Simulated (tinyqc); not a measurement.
# Worked calculation: short-channel transistor, virtual-source model with series resistance

Program tinyqc, `OMP_NUM_THREADS=1 python tinyqc.py 2380154 2380155 out.jsonl`; Intel Xeon 2.30GHz, shared host, one thread, about 0.02 s. Printed values are rounded.

The current per gate width is the charge at the top of the source barrier (the virtual source) times its velocity times a saturation function; al and be are fitting constants of the model. Units: I in uA/um, Rs in ohm um, so I Rs = 1e-6 I Rs in volts; Q in uC/cm^2, so I = 1e-4 Q vx0 Fsat with vx0 in cm/s.

Inputs (values chosen for the exercise): temperature T = 325 K; inversion capacitance Cinv = 3.08 uF/cm^2; velocity at the virtual source vx0 = 3.33e7 cm/s; apparent mobility mu = 110 cm^2/(V s); channel length L = 12 nm; threshold at zero drain voltage VT0 = 0.353 V; drain-induced barrier lowering dl = 0.199 V/V; subthreshold factor n0 = 1.17; growth of n with drain voltage nd = 0.1 1/V; threshold shift (in units of Vt) from weak to strong inversion al = 3.5; sharpness of saturation be = 2; series resistance of each contact Rs = 90 ohm um; gate voltage Vgs = 0.6 V; drain voltage Vds = 0.3 V.

Constants: q = 1.602176634e-19 C, kB = 1.380649e-23 J/K, Vt = kB T/q. Results are converted to the units shown.

## Iteration 1: current through the series resistance

I at the start = 0 uA/um

Intrinsic voltages Vg' = Vgs - I Rs, Vd' = Vds - 2 I Rs. n = n0 + nd Vd', VT = VT0 - dl Vd', Ff = 1/(1 + exp((Vg' - VT + al Vt/2)/(al Vt))), Q = Cinv n Vt ln(1 + exp((Vg' - VT + al Vt Ff)/(n Vt))), Vdsat = (vx0 L/mu)(1 - Ff) + Vt Ff, Fsat = u/(1 + u^be)^(1/be) with u = Vd'/Vdsat, and I(out) = Q vx0 Fsat per width. (Fsat takes the sign of u.) I(new) = I + 0.5 (I(out) - I).

Vg' = 0.6 V
Vd' = 0.3 V
VT = 0.2933 V
Ff = 0.0258593
Q = 0.952454 uC/cm^2
Vdsat = 0.354603 V
Fsat = 0.645881
I(out) = 2048.52 uA/um
I after iteration 1 = 1024.26 uA/um

## Iteration 2: current through the series resistance

As before.

Vg' = 0.507816 V
Vd' = 0.115633 V
VT = 0.329989 V
Ff = 0.0899574
Q = 0.575229 uC/cm^2
Vdsat = 0.333113 V
Fsat = 0.327933
I(out) = 628.159 uA/um
I after iteration 2 = 826.210 uA/um

## Course of the iteration: current through the series resistance

Stop when I changes by less than 1e-7 uA/um, or after 80 iterations.

Course of the iteration:
```
iteration,I (uA/um),|change| (uA/um)
1,1024.26,1020
2,826.210,198
3,851.094,24.9
4,847.454,3.64
5,847.978,0.524
6,847.903,0.0756
7,847.913,0.0109
8,847.912,1.57e-3
9,847.912,2.27e-4
10,847.912,3.27e-5
11,847.912,4.72e-6
12,847.912,6.81e-7
13,847.912,9.82e-8
```

Converged in 13 iterations. At the end each change is about 0.14 times the one before, with alternating sign: linear convergence.

## What the series resistance costs

converged I = 847.912 uA/um
I0 = 2048.52 uA/um

Intrinsic voltages Vg' = Vgs - I Rs, Vd' = Vds - 2 I Rs. n = n0 + nd Vd', VT = VT0 - dl Vd', Ff = 1/(1 + exp((Vg' - VT + al Vt/2)/(al Vt))), Q = Cinv n Vt ln(1 + exp((Vg' - VT + al Vt Ff)/(n Vt))), Vdsat = (vx0 L/mu)(1 - Ff) + Vt Ff, Fsat = u/(1 + u^be)^(1/be) with u = Vd'/Vdsat, and I = Q vx0 Fsat per width. I0 is the current for Rs = 0. Effective velocity I/Q; transit time L Q/I.

loss against I0 = 58.6086 %
effective velocity = 1.32838e7 cm/s
transit time = 0.0903357 ps

The carriers leave the virtual source at 39.9 % of vx0: Vd' is not large against Vdsat.
